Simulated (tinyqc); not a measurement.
Dose and depth of a threshold implant.

Problem. A sheet of D acceptors per cm^2 lies at depth xi inside the depleted layer of a body doped Na. In the depletion approximation VT = Vfb + f2 + q D/Cox + gamma sqrt(f2 + Vsb - q D xi/(eps0 eps_r)), gamma = sqrt(2 eps0 eps_r q Na)/Cox, Cox = eps0 eox/tox. Find gamma, D and xi.

Values chosen for this exercise; band and dielectric values close to those of silicon:
```
symbol   value   unit                                                                 meaning
eps_r     11.5                                                          relative permittivity
Na      2.8e16  cm^-3                                       acceptor density deep in the body
eox        3.9         relative permittivity of the gate insulator (close to silicon dioxide)
tox        8.1     nm                                                     insulator thickness
Vfb      -0.88      V                                                       flat-band voltage
f2       0.671      V                                        band bending 2 phiF at threshold
```

Constants: q = 1.602176634e-19 C, eps0 = 8.8541878128e-14 F/cm where lengths are in cm. Results are converted to the units shown.

VT against the source at Vsb = 0 and 1.1 V (V): [0.086894302, 0.21968432]

Solution. With y^2 = f2 - q D xi/(eps0 eps_r) and d the difference of the thresholds over gamma, sqrt(y^2 + Vsb) - y = d gives y = (Vsb - d^2)/(2 d). The first threshold then gives D, and y^2 gives xi.

gamma = 0.224 V^0.5
D = 4.10e11 cm^-2
xi = 42.0 nm

Numbers from tinyqc (`OMP_NUM_THREADS=1 python tinyqc.py 2080047 2080048 out.jsonl`; about 0.4 s on one thread of a shared Intel Xeon 2.30GHz).
